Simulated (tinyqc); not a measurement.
Born-von Karman spring model of a cubic crystal with one atom per cell. From one set of inputs to another, one input at a time. Computed by tinyqc, a small Python program. Command: `OMP_NUM_THREADS=1 python tinyqc.py 3029840 3029841 out.jsonl springs ladder`. One thread of a shared host (Intel(R) Xeon(R) Processor @ 2.30GHz), about 0.2 s of CPU time with the checks.

First neighbours lie at a/2 (1,1,0) (12 of them), second at a (1,0,0) (6), with all permutations and signs; the volume per atom is Omega = a^3/4. Two shells of springs match a real metal only roughly, above all at the zone boundary.

The inputs printed are set A. Set A is modelled on aluminium; the values taken over come from a set modelled on copper. Inputs not listed in the table keep their values of set A, so the rows need not describe a real material.

Inputs (values chosen for the exercise, modelled on aluminium):
```
quantity                 value           unit
lattice constant a        4.05       angstrom
atomic mass M            26.98              u
radial spring k1L         1.26  eV/angstrom^2
transverse spring k1T   -0.081  eV/angstrom^2
radial spring k2L         0.15  eV/angstrom^2
transverse spring k2T  -0.0093  eV/angstrom^2
```

Lattice: fcc.

Constants: 1 eV/angstrom^3 = 160.2176634 GPa; nu for 1 eV/(angstrom^2 u) = 15.6333042 THz.

Method:
- [ij,kl] = (1/(2 Omega)) sum_R K_ij R_k R_l; C11 = [xx,xx], C44 = [xx,yy], C12 = 2 [xy,xy] - C44; B = (C11 + 2 C12)/3; Zener ratio A = 2 C44/(C11 - C12). K(R) = kL n n^T + kT (1 - n n^T).
- A neighbour at R with unit vector n couples by the matrix K(R) = kL n n^T + kT (1 - n n^T), and D(q) = (1/M) sum_R K(R) [1 - cos(q.R)].
- An eigenvalue lambda of D in eV/(angstrom^2 u) gives nu = 15.6333042 THz x sqrt(lambda).
- Take the highest frequency at X = (1, 0, 0) (2 pi/a).

Each row keeps all changes above it:
```
input moved                              from      to  C11 (GPa)  C44 (GPa)  highest frequency at X (THz)
set A                                       -       -      117.0      38.76                          9.24
lattice constant a (angstrom)            4.05    3.61      131.3      43.49                          9.24
radial spring k1L (eV/angstrom^2)        1.26    1.74      173.9      64.79                         10.96
atomic mass M (u)                       26.98   63.55      173.9      64.79                          7.14
radial spring k2L (eV/angstrom^2)        0.15   0.022      151.2      64.79                          7.14
transverse spring k1T (eV/angstrom^2)  -0.081  -0.078      151.4      65.19                          7.15
```

Where does the difference come from?

C11 goes from 117 to 151, a factor 1.29 in all. The largest single move comes from radial spring k1L (a factor 1.32), and radial spring k2L works against it (a factor 0.869). C44 goes from 38.8 to 65.2, a factor 1.68 in all. The largest single move comes from radial spring k1L (a factor 1.49). Highest frequency at X goes from 9.24 to 7.15, a factor 0.774 in all. The largest single move comes from atomic mass M (a factor 0.652), and radial spring k1L works against it (a factor 1.19). The single moves hold for this order of the switches; the total does not depend on the order.

Extremes, crossings and ranges named in words are read from the listed rows.
